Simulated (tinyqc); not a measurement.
Coupled-perturbed Hartree-Fock on RHF in the 6-31g basis, for H4, spin multiplicity 1, step by step (part 2 of 2). Computed by tinyqc, a small Python program that keeps every step (integrals from PySCF). Command: `OMP_NUM_THREADS=1 python tinyqc.py 26021 26022 out.jsonl` (the two numbers bound the seeds that draw the settings). One thread of a shared host (Intel(R) Xeon(R) Processor @ 2.60GHz), about 0.1 s of CPU time with the checks.

Geometry (angstrom):
```
atom         x         y         z
H     0.000000  0.000000  0.000000
H     0.000000  0.000000  0.716000
H     0.000000  1.011000  0.000000
H     0.000000  1.011000  0.716000
```

## Iteration 1: building the Fock matrix

D at the start, order 1H 1s, 1H 2s, 2H 1s, 2H 2s, 3H 1s, 3H 2s, 4H 1s, 4H 2s:
```
[[0.559644, 0.141328, 0.559644, 0.141328, -0.118546, -0.097166, -0.118546, -0.097166],
 [0.141328, 0.044146, 0.141328, 0.044146, -0.097166, -0.039724, -0.097166, -0.039724],
 [0.559644, 0.141328, 0.559644, 0.141328, -0.118546, -0.097166, -0.118546, -0.097166],
 [0.141328, 0.044146, 0.141328, 0.044146, -0.097166, -0.039724, -0.097166, -0.039724],
 [-0.118546, -0.097166, -0.118546, -0.097166, 0.559644, 0.141328, 0.559644, 0.141328],
 [-0.097166, -0.039724, -0.097166, -0.039724, 0.141328, 0.044146, 0.141328, 0.044146],
 [-0.118546, -0.097166, -0.118546, -0.097166, 0.559644, 0.141328, 0.559644, 0.141328],
 [-0.097166, -0.039724, -0.097166, -0.039724, 0.141328, 0.044146, 0.141328, 0.044146]]
```

core Hamiltonian H = T + V (hartree), order 1H 1s, 1H 2s, 2H 1s, 2H 2s, 3H 1s, 3H 2s, 4H 1s, 4H 2s:
```
[[-1.931428, -1.551834, -1.315273, -1.296152, -0.752298, -1.048986, -0.467494, -0.874037],
 [-1.551834, -1.792711, -1.296152, -1.628733, -1.048986, -1.458699, -0.874037, -1.324335],
 [-1.315273, -1.296152, -1.931428, -1.551834, -0.467494, -0.874037, -0.752298, -1.048986],
 [-1.296152, -1.628733, -1.551834, -1.792711, -0.874037, -1.324335, -1.048986, -1.458699],
 [-0.752298, -1.048986, -0.467494, -0.874037, -1.931428, -1.551834, -1.315273, -1.296152],
 [-1.048986, -1.458699, -0.874037, -1.324335, -1.551834, -1.792711, -1.296152, -1.628733],
 [-0.467494, -0.874037, -0.752298, -1.048986, -1.315273, -1.296152, -1.931428, -1.551834],
 [-0.874037, -1.324335, -1.048986, -1.458699, -1.296152, -1.628733, -1.551834, -1.792711]]
```

nuclear repulsion = 3.37928405 hartree

Given earlier and not repeated: Two-electron integrals (ij|kl) in chemists' order.

J_ij = sum D_kl (ij|kl), K_ij = sum D_kl (ik|jl); F = H + J - 0.5 K; E = tr D H + tr D J / 2 - 0.25 tr D K + E_nn.

Coulomb J (hartree), order 1H 1s, 1H 2s, 2H 1s, 2H 2s, 3H 1s, 3H 2s, 4H 1s, 4H 2s:
```
[[2.627972, 1.568663, 1.304031, 1.269434, 0.660040, 1.002364, 0.367440, 0.812272],
 [1.568663, 1.893892, 1.269434, 1.685622, 1.002364, 1.480396, 0.812272, 1.319109],
 [1.304031, 1.269434, 2.627972, 1.568663, 0.367440, 0.812272, 0.660040, 1.002364],
 [1.269434, 1.685622, 1.568663, 1.893892, 0.812272, 1.319109, 1.002364, 1.480396],
 [0.660040, 1.002364, 0.367440, 0.812272, 2.627972, 1.568663, 1.304031, 1.269434],
 [1.002364, 1.480396, 0.812272, 1.319109, 1.568663, 1.893892, 1.269434, 1.685622],
 [0.367440, 0.812272, 0.660040, 1.002364, 1.304031, 1.269434, 2.627972, 1.568663],
 [0.812272, 1.319109, 1.002364, 1.480396, 1.269434, 1.685622, 1.568663, 1.893892]]
```

exchange K (hartree), order 1H 1s, 1H 2s, 2H 1s, 2H 2s, 3H 1s, 3H 2s, 4H 1s, 4H 2s:
```
[[1.433470, 0.997152, 1.169143, 0.943568, 0.385437, 0.625985, 0.327095, 0.592229],
 [0.997152, 0.859814, 0.943568, 0.844200, 0.625985, 0.708033, 0.592229, 0.695085],
 [1.169143, 0.943568, 1.433470, 0.997152, 0.327095, 0.592229, 0.385437, 0.625985],
 [0.943568, 0.844200, 0.997152, 0.859814, 0.592229, 0.695085, 0.625985, 0.708033],
 [0.385437, 0.625985, 0.327095, 0.592229, 1.433470, 0.997152, 1.169143, 0.943568],
 [0.625985, 0.708033, 0.592229, 0.695085, 0.997152, 0.859814, 0.943568, 0.844200],
 [0.327095, 0.592229, 0.385437, 0.625985, 1.169143, 0.943568, 1.433470, 0.997152],
 [0.592229, 0.695085, 0.625985, 0.708033, 0.943568, 0.844200, 0.997152, 0.859814]]
```

Fock matrix F (hartree), order 1H 1s, 1H 2s, 2H 1s, 2H 2s, 3H 1s, 3H 2s, 4H 1s, 4H 2s:
```
[[-0.020191, -0.481747, -0.595813, -0.498502, -0.284976, -0.359615, -0.263601, -0.357880],
 [-0.481747, -0.328725, -0.498502, -0.365211, -0.359615, -0.332320, -0.357880, -0.352768],
 [-0.595813, -0.498502, -0.020191, -0.481747, -0.263601, -0.357880, -0.284976, -0.359615],
 [-0.498502, -0.365211, -0.481747, -0.328725, -0.357880, -0.352768, -0.359615, -0.332320],
 [-0.284976, -0.359615, -0.263601, -0.357880, -0.020191, -0.481747, -0.595813, -0.498502],
 [-0.359615, -0.332320, -0.357880, -0.352768, -0.481747, -0.328725, -0.498502, -0.365211],
 [-0.263601, -0.357880, -0.284976, -0.359615, -0.595813, -0.498502, -0.020191, -0.481747],
 [-0.357880, -0.352768, -0.359615, -0.332320, -0.498502, -0.365211, -0.481747, -0.328725]]
```

total energy of this density = -1.75062016 hartree

## Iteration 1: diagonalisation and new density

X, order 1H 1s, 1H 2s, 2H 1s, 2H 2s, 3H 1s, 3H 2s, 4H 1s, 4H 2s:
```
[[-0.424241, -0.558859, -0.470261, 0.769164, 0.566274, 0.528553, 0.383856, 0.133756],
 [2.992270, 1.233722, 0.902221, 0.109051, -0.395387, 0.239427, 0.200076, 0.191566],
 [0.424241, 0.558859, -0.470261, -0.769164, 0.566274, -0.528553, 0.383856, 0.133756],
 [-2.992270, -1.233722, 0.902221, -0.109051, -0.395387, -0.239427, 0.200076, 0.191566],
 [0.424241, -0.558859, 0.470261, -0.769164, 0.566274, 0.528553, -0.383856, 0.133756],
 [-2.992270, 1.233722, -0.902221, -0.109051, -0.395387, 0.239427, -0.200076, 0.191566],
 [-0.424241, 0.558859, 0.470261, 0.769164, 0.566274, -0.528553, -0.383856, 0.133756],
 [2.992270, -1.233722, -0.902221, 0.109051, -0.395387, -0.239427, -0.200076, 0.191566]]
```

Diagonalise F' = X^T F X, C = X C', fill 2 alpha and 2 beta electrons from the bottom; D = 2 C_occ C_occ^T. Each column has its largest component positive (the first on a tie).

F' = X^T F X (hartree):
```
[[0.816391, 0.000000, 0.000000, -0.591494, 0.000000, 0.000000, 0.000000, 0.000000],
 [0.000000, 0.956198, 0.000000, 0.000000, 0.000000, -0.556460, 0.000000, 0.000000],
 [0.000000, 0.000000, 0.803393, 0.000000, 0.000000, 0.000000, -0.222806, 0.000000],
 [-0.591494, 0.000000, 0.000000, 1.425938, 0.000000, 0.000000, 0.000000, 0.000000],
 [0.000000, 0.000000, 0.000000, 0.000000, 0.684857, 0.000000, 0.000000, -0.312563],
 [0.000000, -0.556460, 0.000000, 0.000000, 0.000000, 0.647617, 0.000000, 0.000000],
 [0.000000, 0.000000, -0.222806, 0.000000, 0.000000, 0.000000, -0.202594, 0.000000],
 [0.000000, 0.000000, 0.000000, 0.000000, -0.312563, 0.000000, 0.000000, -0.633780]]
```

orbital energies (hartree): [-0.704117, -0.249732, 0.224453, 0.455769, 0.755194, 0.850531, 1.379361, 1.786561]

coefficients C, order 1H 1s, 1H 2s, 2H 1s, 2H 2s, 3H 1s, 3H 2s, 4H 1s, 4H 2s:
```
[[0.254814, 0.278206, 0.082437, 0.038169, 0.523094, -0.539530, -0.764785, -0.877574],
 [0.100089, 0.382489, 0.937370, 2.611642, -0.427797, 0.841270, 0.837098, 1.464547],
 [0.254814, 0.278206, -0.082437, -0.038169, 0.523094, -0.539530, 0.764785, 0.877574],
 [0.100089, 0.382489, -0.937370, -2.611642, -0.427797, 0.841270, -0.837098, -1.464547],
 [0.254814, -0.278206, 0.082437, -0.038169, 0.523094, 0.539530, -0.764785, 0.877574],
 [0.100089, -0.382489, 0.937370, -2.611642, -0.427797, -0.841270, 0.837098, -1.464547],
 [0.254814, -0.278206, -0.082437, 0.038169, 0.523094, 0.539530, 0.764785, -0.877574],
 [0.100089, -0.382489, -0.937370, 2.611642, -0.427797, -0.841270, -0.837098, 1.464547]]
```

D after iteration 1, order 1H 1s, 1H 2s, 2H 1s, 2H 2s, 3H 1s, 3H 2s, 4H 1s, 4H 2s:
```
[[0.284657, 0.263829, 0.284657, 0.263829, -0.024937, -0.161813, -0.024937, -0.161813],
 [0.263829, 0.312631, 0.263829, 0.312631, -0.161813, -0.272560, -0.161813, -0.272560],
 [0.284657, 0.263829, 0.284657, 0.263829, -0.024937, -0.161813, -0.024937, -0.161813],
 [0.263829, 0.312631, 0.263829, 0.312631, -0.161813, -0.272560, -0.161813, -0.272560],
 [-0.024937, -0.161813, -0.024937, -0.161813, 0.284657, 0.263829, 0.284657, 0.263829],
 [-0.161813, -0.272560, -0.161813, -0.272560, 0.263829, 0.312631, 0.263829, 0.312631],
 [-0.024937, -0.161813, -0.024937, -0.161813, 0.284657, 0.263829, 0.284657, 0.263829],
 [-0.161813, -0.272560, -0.161813, -0.272560, 0.263829, 0.312631, 0.263829, 0.312631]]
```

## Iteration 9 (converged): orbitals

converged F (hartree), order 1H 1s, 1H 2s, 2H 1s, 2H 2s, 3H 1s, 3H 2s, 4H 1s, 4H 2s:
```
[[-0.162924, -0.596006, -0.638267, -0.592034, -0.345473, -0.435798, -0.299406, -0.420205],
 [-0.596006, -0.481347, -0.592034, -0.508121, -0.435798, -0.450131, -0.420205, -0.462457],
 [-0.638267, -0.592034, -0.162924, -0.596006, -0.299406, -0.420205, -0.345473, -0.435798],
 [-0.592034, -0.508121, -0.596006, -0.481347, -0.420205, -0.462457, -0.435798, -0.450131],
 [-0.345473, -0.435798, -0.299406, -0.420205, -0.162924, -0.596006, -0.638267, -0.592034],
 [-0.435798, -0.450131, -0.420205, -0.462457, -0.596006, -0.481347, -0.592034, -0.508121],
 [-0.299406, -0.420205, -0.345473, -0.435798, -0.638267, -0.592034, -0.162924, -0.596006],
 [-0.420205, -0.462457, -0.435798, -0.450131, -0.592034, -0.508121, -0.596006, -0.481347]]
```

As before.

F' = X^T F X (hartree):
```
[[0.774808, 0.000000, 0.000000, -0.556879, 0.000000, 0.000000, 0.000000, 0.000000],
 [0.000000, 0.882259, 0.000000, 0.000000, 0.000000, -0.501576, 0.000000, 0.000000],
 [0.000000, 0.000000, 0.738421, 0.000000, 0.000000, 0.000000, -0.277651, 0.000000],
 [-0.556879, 0.000000, 0.000000, 1.242377, 0.000000, 0.000000, 0.000000, 0.000000],
 [0.000000, 0.000000, 0.000000, 0.000000, 0.617021, 0.000000, 0.000000, -0.316390],
 [0.000000, -0.501576, 0.000000, 0.000000, 0.000000, 0.468862, 0.000000, 0.000000],
 [0.000000, 0.000000, -0.277651, 0.000000, 0.000000, 0.000000, -0.308442, 0.000000],
 [0.000000, 0.000000, 0.000000, 0.000000, -0.316390, 0.000000, 0.000000, -0.801686]]
```

orbital energies (hartree): [-0.869047, -0.377523, 0.133064, 0.404632, 0.684381, 0.807502, 1.218057, 1.612554]

coefficients C, order 1H 1s, 1H 2s, 2H 1s, 2H 2s, 3H 1s, 3H 2s, 4H 1s, 4H 2s:
```
[[0.248743, 0.258958, 0.128306, 0.072494, 0.526007, -0.549028, -0.758439, -0.875408],
 [0.105032, 0.411992, 0.885302, 2.552308, -0.426611, 0.827222, 0.891985, 1.565662],
 [0.248743, 0.258958, -0.128306, -0.072494, 0.526007, -0.549028, 0.758439, 0.875408],
 [0.105032, 0.411992, -0.885302, -2.552308, -0.426611, 0.827222, -0.891985, -1.565662],
 [0.248743, -0.258958, 0.128306, -0.072494, 0.526007, 0.549028, -0.758439, 0.875408],
 [0.105032, -0.411992, 0.885302, -2.552308, -0.426611, -0.827222, 0.891985, -1.565662],
 [0.248743, -0.258958, -0.128306, 0.072494, 0.526007, 0.549028, 0.758439, -0.875408],
 [0.105032, -0.411992, -0.885302, 2.552308, -0.426611, -0.827222, -0.891985, 1.565662]]
```

D after iteration 9, order 1H 1s, 1H 2s, 2H 1s, 2H 2s, 3H 1s, 3H 2s, 4H 1s, 4H 2s:
```
[[0.257865, 0.265629, 0.257865, 0.265629, -0.010372, -0.161125, -0.010372, -0.161125],
 [0.265629, 0.361538, 0.265629, 0.361538, -0.161125, -0.317411, -0.161125, -0.317411],
 [0.257865, 0.265629, 0.257865, 0.265629, -0.010372, -0.161125, -0.010372, -0.161125],
 [0.265629, 0.361538, 0.265629, 0.361538, -0.161125, -0.317411, -0.161125, -0.317411],
 [-0.010372, -0.161125, -0.010372, -0.161125, 0.257865, 0.265629, 0.257865, 0.265629],
 [-0.161125, -0.317411, -0.161125, -0.317411, 0.265629, 0.361538, 0.265629, 0.361538],
 [-0.010372, -0.161125, -0.010372, -0.161125, 0.257865, 0.265629, 0.257865, 0.265629],
 [-0.161125, -0.317411, -0.161125, -0.317411, 0.265629, 0.361538, 0.265629, 0.361538]]
```

## Convergence

Stop when the energy changes by less than 1e-10 hartree and every element of the error matrix X^T (F D S - S D F) X is below 3e-06.

Course of the cycle:
```
iteration  E (hartree)     change  largest element of the error matrix
1          -1.75062016          -                             5.65e-01
2          -2.00726055  -2.57e-01                             7.30e-02
3          -2.01027009  -3.01e-03                             4.77e-03
4          -2.01028015  -1.01e-05                             5.33e-04
5          -2.01028036  -2.08e-07                             1.66e-04
6          -2.01028037  -1.46e-08                             9.77e-05
7          -2.01028038  -3.88e-09                             6.90e-05
8          -2.01028038  -3.85e-09                             4.13e-07
9          -2.01028038  -9.95e-14                             1.46e-09
```

PySCF RHF in the same basis = -2.01028038 hartree

Converged in 9 iterations.

## Populations, bond orders and dipole

overlap S, order 1H 1s, 1H 2s, 2H 1s, 2H 2s, 3H 1s, 3H 2s, 4H 1s, 4H 2s:
```
[[1.000000, 0.658292, 0.477040, 0.517478, 0.246300, 0.407471, 0.129962, 0.320427],
 [0.658292, 1.000000, 0.517478, 0.862752, 0.407471, 0.745025, 0.320427, 0.642772],
 [0.477040, 0.517478, 1.000000, 0.658292, 0.129962, 0.320427, 0.246300, 0.407471],
 [0.517478, 0.862752, 0.658292, 1.000000, 0.320427, 0.642772, 0.407471, 0.745025],
 [0.246300, 0.407471, 0.129962, 0.320427, 1.000000, 0.658292, 0.477040, 0.517478],
 [0.407471, 0.745025, 0.320427, 0.642772, 0.658292, 1.000000, 0.517478, 0.862752],
 [0.129962, 0.320427, 0.246300, 0.407471, 0.477040, 0.517478, 1.000000, 0.658292],
 [0.320427, 0.642772, 0.407471, 0.745025, 0.517478, 0.862752, 0.658292, 1.000000]]
```

Mulliken: Z minus the diagonal of D S on the atom; Loewdin: the same with S^(1/2) D S^(1/2); Mayer order: 2 sum_s sum (D(s) S)_ij (D(s) S)_ji over the two atoms.

Charges (e):
```
atom  Mulliken  Loewdin
1H           0        0
2H           0        0
3H           0        0
4H           0        0
```

Mayer bond orders:
```
pair      order
2-1    1.106409
3-1   -0.106409
3-2   -0.106409
4-1   -0.106409
4-2   -0.106409
4-3    1.106409
```

dipole moment about the origin, x y z (debye): [0.000000, 0.000000, 0.000000]

## Integrals over molecular orbitals

(pq|rs) = sum C_ip C_jq C_kr C_ls (ij|kl), one index at a time.

one-electron integrals over orbitals h = C^T H C (hartree):
```
[[-2.376394, 0.000000, 0.000000, 0.000000, -0.254779, 0.000000, 0.000000, 0.000000],
 [0.000000, -1.766600, 0.000000, 0.000000, 0.000000, 0.326726, 0.000000, 0.000000],
 [0.000000, 0.000000, -1.385966, 0.000000, 0.000000, 0.000000, 0.367768, 0.000000],
 [0.000000, 0.000000, 0.000000, -0.898109, 0.000000, 0.000000, 0.000000, 0.295646],
 [-0.254779, 0.000000, 0.000000, 0.000000, -0.895073, 0.000000, 0.000000, 0.000000],
 [0.000000, 0.326726, 0.000000, 0.000000, 0.000000, -0.830636, 0.000000, 0.000000],
 [0.000000, 0.000000, 0.367768, 0.000000, 0.000000, 0.000000, -0.691891, 0.000000],
 [0.000000, 0.000000, 0.000000, 0.295646, 0.000000, 0.000000, 0.000000, -0.420851]]
```

Two-electron integrals over orbitals (pq|rs), unique and non-zero (hartree):
```
(11|11) 0.605636    (21|21) 0.144447    (22|11) 0.523079    (22|22) 0.487366
(31|31) 0.070507    (32|32) 0.033192    (33|11) 0.425598    (33|22) 0.385766
(33|33) 0.379142    (41|32) 0.025989    (41|41) 0.020431    (42|31) 0.050425
(42|42) 0.047441    (43|21) 0.069467    (43|43) 0.062467    (44|11) 0.346344
(44|22) 0.338963    (44|33) 0.321615    (44|44) 0.308297    (51|11) 0.115694
(51|22) 0.084775    (51|33) 0.039024    (51|44) 0.019098    (51|51) 0.057282
(52|21) 0.030466    (52|43) -0.006469   (52|52) 0.034529    (53|31) -0.023127
(53|42) -0.024202   (53|53) 0.035785    (54|32) -0.012205   (54|41) -0.010186
(54|54) 0.019397    (55|11) 0.436956    (55|22) 0.398677    (55|33) 0.351432
(55|44) 0.306654    (55|51) 0.053391    (55|55) 0.361300    (61|21) -0.075962
(61|43) -0.019399   (61|52) -0.040373   (61|61) 0.062522    (62|11) -0.147390
(62|22) -0.107908   (62|33) -0.063164   (62|44) -0.027207   (62|51) -0.063565
(62|55) -0.073277   (62|62) 0.081563    (63|32) -0.002688   (63|41) -0.001332
(63|54) -0.013263   (63|63) 0.014397    (64|31) 0.009474    (64|42) 0.019199
(64|53) -0.023975   (64|64) 0.025606    (65|21) -0.103469   (65|43) -0.058800
(65|52) -0.013651   (65|61) 0.048929    (65|65) 0.087250    (66|11) 0.462644
(66|22) 0.428467    (66|33) 0.348445    (66|44) 0.313773    (66|51) 0.073580
(66|55) 0.367006    (66|62) -0.086869   (66|66) 0.396009    (71|31) -0.063026
(71|42) -0.038946   (71|53) -0.006482   (71|64) 0.010479    (71|71) 0.085399
(72|32) -0.029334   (72|41) -0.022052   (72|54) -0.006603   (72|63) 0.019424
(72|72) 0.048754    (73|11) -0.129920   (73|22) -0.100145   (73|33) -0.054778
(73|44) -0.029627   (73|51) -0.049367   (73|55) -0.062832   (73|62) 0.058448
(73|66) -0.081309   (73|73) 0.060191    (74|21) -0.025744   (74|43) 0.002759
(74|52) -0.019422   (74|61) 0.024918    (74|65) 0.009932    (74|74) 0.018730
(75|31) -0.058455   (75|42) -0.043325   (75|53) 0.016841    (75|64) -0.007909
(75|71) 0.060156    (75|75) 0.061346    (76|32) 0.035462    (76|41) 0.026831
(76|54) -0.004135   (76|63) -0.012970   (76|72) -0.046695   (76|76) 0.054569
(77|11) 0.545002    (77|22) 0.477049    (77|33) 0.406657    (77|44) 0.334102
(77|51) 0.103171    (77|55) 0.407665    (77|62) -0.132771   (77|66) 0.430573
(77|73) -0.113875   (77|77) 0.520185    (81|32) -0.040595   (81|41) -0.030659
(81|54) -0.003237   (81|63) 0.021665    (81|72) 0.060055    (81|76) -0.060869
(81|81) 0.075863    (82|31) -0.062372   (82|42) -0.042710   (82|53) -0.002584
(82|64) 0.009595    (82|71) 0.081077    (82|75) 0.060232    (82|82) 0.083643
(83|21) -0.065810   (83|43) -0.024978   (83|52) -0.024438   (83|61) 0.044317
(83|65) 0.041225    (83|74) 0.022946    (83|83) 0.042320    (84|11) -0.101689
(84|22) -0.082819   (84|33) -0.052806   (84|44) -0.027708   (84|51) -0.033769
(84|55) -0.053977   (84|62) 0.045329    (84|66) -0.062580   (84|73) 0.042046
(84|77) -0.091455   (84|84) 0.035427    (85|32) -0.027805   (85|41) -0.020959
(85|54) 0.002005    (85|63) 0.011375    (85|72) 0.039196    (85|76) -0.045734
(85|81) 0.050389    (85|85) 0.038984    (86|31) 0.064971    (86|42) 0.048239
(86|53) -0.006093   (86|64) 0.002048    (86|71) -0.078687   (86|75) -0.068375
(86|82) -0.078729   (86|86) 0.084881    (87|21) 0.147912    (87|43) 0.071117
(87|52) 0.044537    (87|61) -0.091458   (87|65) -0.109074   (87|74) -0.033268
(87|83) -0.079635   (87|87) 0.179775    (88|11) 0.580458    (88|22) 0.515997
(88|33) 0.417649    (88|44) 0.346927    (88|51) 0.118993    (88|55) 0.425612
(88|62) -0.151507   (88|66) 0.460924    (88|73) -0.133975   (88|77) 0.553751
(88|84) -0.106769   (88|88) 0.602862
```

## Response to a field: uncoupled start

dipole integrals <a|z|i> (bohr), order a3, a4, a5, a6, a7, a8:
```
[[-0.925967, 0.000000],
 [0.000000, -1.019478],
 [0.000000, 0.000000],
 [0.000000, 0.000000],
 [0.213587, 0.000000],
 [0.000000, 0.245752]]
```

Field along z; U_ai = -mu_ai / (e_a - e_i), alpha = -4 sum U_ai mu_ai.

uncoupled U, order a3, a4, a5, a6, a7, a8:
```
[[0.924015, 0.000000],
 [0.000000, 1.303423],
 [0.000000, 0.000000],
 [0.000000, 0.000000],
 [-0.102336, 0.000000],
 [0.000000, -0.123489]]
```

uncoupled polarisability = 8.946497 bohr^3

## Coupled step 1

U_ai = -(mu_ai + sum_bj [4 (ai|bj) - (ab|ij) - (aj|bi)] U_bj) / (e_a - e_i); alpha = -4 sum U_ai mu_ai.

U after step 1, order a3, a4, a5, a6, a7, a8:
```
[[0.959548, 0.000000],
 [0.000000, 1.484319],
 [0.000000, 0.000000],
 [0.000000, 0.000000],
 [-0.015983, 0.000000],
 [0.000000, -0.037842]]
```

polarisability = 9.657811 bohr^3

## Coupled step 2

As before.

U after step 2, order a3, a4, a5, a6, a7, a8:
```
[[0.965286, 0.000000],
 [0.000000, 1.541855],
 [0.000000, 0.000000],
 [0.000000, 0.000000],
 [0.001559, 0.000000],
 [0.000000, -0.024809]]
```

polarisability = 9.885895 bohr^3

## Coupled polarisability

Repeat until U stops changing; compare with -d2E/dF2.

Course of the coupled iterations:
```
step  alpha (bohr^3)
0           8.946497
1           9.657811
2           9.885895
3           9.940806
4           9.955216
5           9.959168
6           9.960316
7           9.960669
8           9.960783
9           9.960821
10          9.960835
11          9.960840
12          9.960841
13          9.960842
14          9.960842
15          9.960842
16          9.960842
17          9.960842
```

coupled polarisability = 9.960842 bohr^3

finite-field check, fields of +/-0.001 au = 9.960831 bohr^3
